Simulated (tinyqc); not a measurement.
# From one set of inputs to another, one input at a time

Model: admittance spectroscopy and thermally stimulated current of one trap level in a depletion layer. Computed by tinyqc, a small Python program. Command: `OMP_NUM_THREADS=1 python tinyqc.py 3112859 3112860 out.jsonl admit ladder`. One thread of a shared host (Intel(R) Xeon(R) Processor @ 2.30GHz), about 0.01 s of CPU time with the checks.

A Schottky junction on n-type material holds one donor-like electron trap; shallow donors are fully ionised and abrupt depletion edges are assumed.

The inputs printed are set A. Set A is modelled on n-type beta-Ga2O3; the values taken over come from a set modelled on n-type 4H-SiC. Inputs not listed in the table keep their values of set A, so the rows need not describe a real material.

Inputs (values chosen for the exercise, modelled on n-type beta-Ga2O3):
```
quantity                         value    unit
dielectric constant eps           10.1       -
density-of-states mass m          0.29     m_0
shallow doping N               1.5e+15  1/cm^3
trap density N_t               8.7e+14  1/cm^3
trap depth E_t below the band    0.502      eV
capture cross section sigma    1.7e-15    cm^2
band bending V_b                  0.91       V
test frequency f                 30000      Hz
heating rate beta                  1.1     K/s
```

Constants: k_B = 1.380649e-23 J/K; m_0 = 9.1093837015e-31 kg; h = 6.62607015e-34 J s; k_B = 8.617333262e-05 eV/K; eps_0 = 8.8541878128e-12 F/m; e = 1.602176634e-19 C.

Method:
- N_c = 2 (2 pi m k_B T/h^2)^(3/2), v_th = sqrt(3 k_B T/m), emission rate e_n = sigma v_th N_c exp(-E_t/(k_B T)).
- Where the level crosses the Fermi level capture equals emission, so the trap follows the signal with the rate 2 e_n; G/omega peaks at omega = 2 e_n (the correction for large N_t/N is left out).
- Solve 2 e_n(T_p) = 2 pi f.
- With E_c - E_F = k_B T_p ln(N_c/N): lambda = sqrt(2 eps eps_0 (E_t - (E_c - E_F))/(e^2 N)); traps are empty and charged for x < x_t = w - lambda, and V_b = e (N w^2 + N_t x_t^2)/(2 eps eps_0). High frequency: C_hf = eps eps_0/w. Low frequency: C_lf = eps eps_0 (N + N_t)/(N w + N_t x_t).
- Thermally stimulated current without retrapping: filled share n(T) = exp(-(1/beta) int e_n dT), current proportional to e_n n; the peak obeys beta (E_t/(k_B T^2) + 2/T) = e_n(T). The integral starts at 0.5 T_m and uses 4000 trapezoid steps to 1.2 T_m.
- Chen's first-order estimate from the full width W = T_2 - T_1 between the half-height points: E = 2.52 k_B T_m^2/W - 2 k_B T_m.

Each row keeps all changes above it:
```
input moved                            from       to  peak temperature T_p (K)  peak temperature T_m (K)  C_hf (nF/cm^2)
set A                                     -        -                    393.94                    216.12          11.558
trap density N_t (1/cm^3)           8.7e+14  1.3e+14                    393.94                    216.12          10.985
shallow doping N (1/cm^3)           1.5e+15  2.4e+15                    393.94                    216.12          13.833
band bending V_b (V)                   0.91      1.8                    393.94                    216.12           9.879
heating rate beta (K/s)                 1.1     0.06                    393.94                    197.42           9.879
trap depth E_t below the band (eV)    0.502    0.177                    158.42                     76.74           9.931
capture cross section sigma (cm^2)  1.7e-15  6.5e-17                    201.68                     85.80           9.948
density-of-states mass m (m_0)         0.29    0.757                    186.87                     82.94           9.957
```

Peak temperature T_p goes from 394 to 187, a factor 0.474 in all. The largest single move comes from trap depth E_t below the band (a factor 0.402), and capture cross section sigma works against it (a factor 1.27). Peak temperature T_m goes from 216 to 82.9, a factor 0.384 in all. The largest single move comes from trap depth E_t below the band (a factor 0.389), and capture cross section sigma works against it (a factor 1.12). C_hf goes from 11.6 to 9.96, a factor 0.861 in all. The largest single move comes from band bending V_b (a factor 0.714), and shallow doping N works against it (a factor 1.26). The single moves hold for this order of the switches; the total does not depend on the order.

Caution (rows set A): N_t/N is not small, so the peak moves away from omega = 2 e_n.

Extremes, crossings and ranges named in words are read from the listed rows.
